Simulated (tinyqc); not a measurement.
Plane-wave Kohn-Sham cycle with exchange-only LDA in a layered model solid, step by step. One step of it, computed by the program tinyqc.

Problem. Iteration 2: potential. V_H(G) = 4 pi rho(G)/G^2 for G != 0 (uniform background); v_x = -(3 rho/pi)^(1/3); V = V_ext + V_H + v_x; Fourier components f(G_m) = (1/N) sum_j f(x_j) exp(-i G_m x_j).

A solid whose potential varies along x alone (atomic units):
```
parameter                      value
period a                   11.200000
cross-section of the cell  34.000000
electrons per cell                 2
grid points                       16
plane waves -n..n, n               2
k points                           1
V1 in V1 cos(2 pi x/a)     -0.290000
```

density after iteration 1 (e/bohr^3): [0.00640334, 0.00620609, 0.00574040, 0.00526344, 0.00494738, 0.00480097, 0.00475128, 0.00473790, 0.00473534, 0.00473790, 0.00475128, 0.00480097, 0.00494738, 0.00526344, 0.00574040, 0.00620609]

Give: Potentials on the grid; V(G_m), m = 0, 1, 2, ....

Solution.

Potentials on the grid (hartree):
```
x        V_ext        V_H     v_x       V
0.000   -0.290      0.034  -0.183  -0.439
0.700   -0.268      0.031  -0.181  -0.418
1.400   -0.205      0.021  -0.176  -0.360
2.100   -0.111      0.009  -0.171  -0.273
2.800        0  -3.09e-03  -0.168  -0.171
3.500    0.111     -0.014  -0.166  -0.069
4.200    0.205     -0.021  -0.166   0.018
4.900    0.268     -0.026  -0.165   0.076
5.600    0.290     -0.028  -0.165   0.097
6.300    0.268     -0.026  -0.165   0.076
7.000    0.205     -0.021  -0.166   0.018
7.700    0.111     -0.014  -0.166  -0.069
8.400        0  -3.09e-03  -0.168  -0.171
9.100   -0.111      0.009  -0.171  -0.273
9.800   -0.205      0.021  -0.176  -0.360
10.500  -0.268      0.031  -0.181  -0.418
```

V(G_m), m = 0, 1, 2, ... (hartree): [-0.171, -0.134, 0.000, 0.000, 0.000]
